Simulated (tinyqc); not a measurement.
Do the excited 1s states matter for ionisation? Model: valley-orbit splitting of a donor ground state, with strain. Computed by tinyqc, a small Python program. Command: `OMP_NUM_THREADS=1 python tinyqc.py 3001592 3001593 out.jsonl valleyorbit walk`. One thread of a shared host (Intel(R) Xeon(R) Processor @ 2.30GHz), about 0.01 s of CPU time with the checks.

The basis is the 1s envelope in each valley; energies are counted from the unstrained conduction-band edge. The strain is e_s (a a^T - 1/3) for the unit stress axis a, so valley j along n_j moves by Xi_u e_s w_j with w_j = (n_j.a)^2 - 1/3: -1/3 for x and y, +2/3 for z.

Inputs (values chosen for the exercise, for a model many-valley semiconductor):

| quantity | value | unit |
|---|---|---|
| single-valley binding energy E_0 | 30.1 | meV |
| central-cell shift Lambda | 4.75 | meV |
| coupling Delta_1 | 2.5 | meV |
| coupling Delta_2 | 2.79 | meV |
| shear deformation potential Xi_u | 9.12 | eV |
| donor density N_D | 2.4e+17 | cm^-3 |
| density-of-states mass of one valley m_e | 0.319 | m_0 |

Valleys: six along <100>. Stress axis: [001].

Constants: k_B = 8.617333262e-05 eV/K; m_0 = 9.1093837015e-31 kg; k_B = 1.380649e-23 J/K; h = 6.62607015e-34 J s.

Method:
- By symmetry: E(A1) = E_0 + Lambda + 4 Delta_1 + Delta_2 (one state), E(T2) = E_0 + Lambda - Delta_2 (three), E(E) = E_0 + Lambda - 2 Delta_1 + Delta_2 (two), as binding energies.
- H_jj = -(E_0 + Lambda) + Xi_u e_s w_j; H_jk = -Delta_2 between opposite valleys and -Delta_1 between perpendicular ones.
- z = sum over levels of exp(-(E - E_ground)/k_B T), the ground-state share being 1/z; N_c = 2 (2 pi m_e k_B T/h^2)^(3/2) sum_j exp(-(shift_j - lowest shift)/k_B T); n1 = N_c/(2 z) exp(-binding/k_B T), binding = lowest shift - E_ground; without compensation n = 2 N_D/(1 + sqrt(1 + 4 N_D/n1)) (Boltzmann statistics; p and higher states left out).
- No strain here. The last two columns set z = 1, with the A1 depth, or use one level at E_0 with z equal to the number of valleys.

E(A1) = 47.64 meV

Ionised share:

| T (K) | z | all 1s states | ground state alone | no splitting |
|---|---|---|---|---|
| 28 | 1.0087 | 6.5209e-05 | 6.5492e-05 | 1.0126e-03 |
| 46 | 1.1044 | 4.2963e-03 | 4.5144e-03 | 1.6737e-02 |
| 69 | 1.3788 | 3.7966e-02 | 4.4432e-02 | 7.7883e-02 |
| 100 | 1.8428 | 1.4185e-01 | 1.8738e-01 | 2.0884e-01 |
| 140 | 2.4015 | 3.1479e-01 | 4.4073e-01 | 3.8904e-01 |
| 220 | 3.2255 | 5.9840e-01 | 7.8547e-01 | 6.5026e-01 |
| 370 | 4.0898 | 8.3562e-01 | 9.4824e-01 | 8.5452e-01 |

z grows from 1.009 to 4.09 of at most 6. Leaving out the excited states overstates the ionised share by up to 40.0 % (at 140 K); ignoring the splitting misses by a factor 15.5 at the lowest T and 1.02 at the highest.

Extremes, crossings and ranges named in words are read from the listed rows.
